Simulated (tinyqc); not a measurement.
Worked calculation: out-diffusion of a doped substrate or buried layer into a growing epitaxial film. Computed by tinyqc, a small Python program that keeps every step. Command: `OMP_NUM_THREADS=1 python tinyqc.py 3017259 3017260 out.jsonl buried walk`. One thread of a shared host (Intel(R) Xeon(R) Processor @ 2.30GHz), about 0.01 s of CPU time with the checks. Intermediate numbers are printed to about 6 digits and carried at full precision; extremes and crossings named in words are read from the listed rows.

x is counted from the original substrate surface into the film, whose surface moves as x = v t. Substrate dopant has one diffusivity; the dopant of the film is taken as uniform.

Inputs (values chosen for the exercise, modelled on arsenic in silicon):

| quantity | value | unit |
|---|---|---|
| prefactor D0 | 8.33 | cm^2/s |
| activation energy E | 3.96 | eV |
| substrate concentration C_s | 1.6e+18 | 1/cm^3 |
| film doping C_e | 2.7e+16 | 1/cm^3 |
| growth rate v | 0.17 | um/min |
| film thickness d | 6.4 | um |
| growth temperature T | 950 | C |
| autodoping level at the start, as a share of C_s | 6e-05 | - |
| decay length of autodoping | 0.72 | um |
| later thermal budget (Dt)2 | 3.2e-12 | cm^2 |

Film doping: opposite type.

Constants: k_B = 8.617333262e-05 eV/K.

## Scales

D = D0 exp(-E/(k_B T)); growth time t = d/v; l = 2 sqrt(D t); growth number G = v t/l = d/l; 1 um = 1e-4 cm. Temperatures in kelvin are T(C) + 273.15.

diffusivity D = 4.01929e-16 cm^2/s

growth time t = 37.6471 min

length l = 0.0190566 um

growth number G = 335.841

The surface outruns diffusion, so the film acts as an infinite medium.

## Moving boundary against the simple erfc

For a surface that grows from dopant-free material and loses none by evaporation, with u = x/l and s = G - u: C/C_s = (1/2) [erfc(u) + (1 + 4 G (G + s)) exp(4 G s) erfc(G + s) - (4G/sqrt(pi)) exp(-u^2)]; for large G it tends to (1/2) erfc(u). Early in the growth G = sqrt(v x_s/(4 D)) for the thickness x_s reached so far; rows give C at the interface (u = 0) and at the surface (u = G).

The first stage of growth:

| G | C/C_s at the interface | C at the surface (1/cm^3) | simple erfc there (1/cm^3) | ratio | thickness x_s (nm) |
|---|---|---|---|---|---|
| 0.10 | 0.824033 | 1.26972e+18 | 7.10030e+17 | 1.78826 | 5.67429e-04 |
| 0.25 | 0.679673 | 8.78607e+17 | 5.78939e+17 | 1.51762 | 3.54643e-03 |
| 0.50 | 0.577186 | 4.47774e+17 | 3.83600e+17 | 1.16729 | 1.41857e-02 |
| 0.75 | 0.538076 | 2.10554e+17 | 2.31075e+17 | 0.91119 | 3.19179e-02 |
| 1.00 | 0.520901 | 9.08642e+16 | 1.25839e+17 | 0.72206 | 5.67429e-02 |
| 1.50 | 0.507942 | 1.28420e+16 | 2.71159e+16 | 0.47360 | 1.27672e-01 |
| 2.00 | 0.503733 | 1.22503e+15 | 3.74219e+15 | 0.32736 | 2.26972e-01 |
| 2.50 | 0.502020 | 7.70267e+13 | 3.25562e+14 | 0.23660 | 3.54643e-01 |
| 3.00 | 0.501207 | 3.13646e+12 | 1.76724e+13 | 0.17748 | 5.10686e-01 |

At the interface the value falls from 0.824 towards 1/2 as G grows; among these rows it is within 1 % of 1/2 from G = 2 on. At the surface the ratio to the simple erfc goes from 1.788 to 0.177: a fixed wall would double the value, while fresh undoped material dilutes a fast-moving surface. The surface value drops below C_e = 2.7e16 by the row at 0.128 nm, within the first atomic layers, where the continuum picture is formal; the finished film has G = 336. Caution: rows with a thickness or a length l = x_s/G below about 1 nm are formal for a continuum model.

## Transition width

After growth and the later budget: l2 = 2 sqrt(D t + (Dt)2); C(x) = (C_s/2) erfc(x/l2) + share x C_s exp(-x/decay length) for x > 0 (autodoping taken as unchanged by the later budget). The transition x_t solves C(x) = C_e, the metallurgical junction. Usable film = d - x_t. Also give x_t for the erfc term alone, after growth and after the later budget.

length l2 = 0.0405358 um

x_t after growth, erfc alone = 0.0286082 um

x_t after the later budget, erfc alone = 0.0608532 um

x_t with autodoping = 0.0608910 um

usable film = 6.33911 um

Solid-state diffusion sets the transition. The later budget is 3.5 times that of the growth.

## Profile in the film

Positions are 0.05, 0.2, 0.4, 0.6, 0.8, 1, 1.25 and 1.5 of x_t with autodoping (any beyond the film thickness are formal); net doping = |C - C_e|.

Concentrations (1/cm^3):

| x/x_t | x (um) | diffusion | autodoping | net doping |
|---|---|---|---|---|
| 0.05 | 0.0030446 | 7.32327e+17 | 9.55949e+13 | 7.05423e+17 |
| 0.20 | 0.0121782 | 5.36744e+17 | 9.43899e+13 | 5.09838e+17 |
| 0.40 | 0.0243564 | 3.16373e+17 | 9.28068e+13 | 2.89466e+17 |
| 0.60 | 0.0365346 | 1.61956e+17 | 9.12502e+13 | 1.35047e+17 |
| 0.80 | 0.0487128 | 7.13814e+16 | 8.97198e+13 | 4.44711e+16 |
| 1.00 | 0.0608910 | 2.69118e+16 | 8.82150e+13 | 0 |
| 1.25 | 0.0761138 | 6.33612e+15 | 8.63695e+13 | 2.05775e+16 |
| 1.50 | 0.0913365 | 1.15186e+15 | 8.45626e+13 | 2.57636e+16 |

Checks made by the program: conservation of dopant by the moving-boundary solution (relative difference below 1e-10).
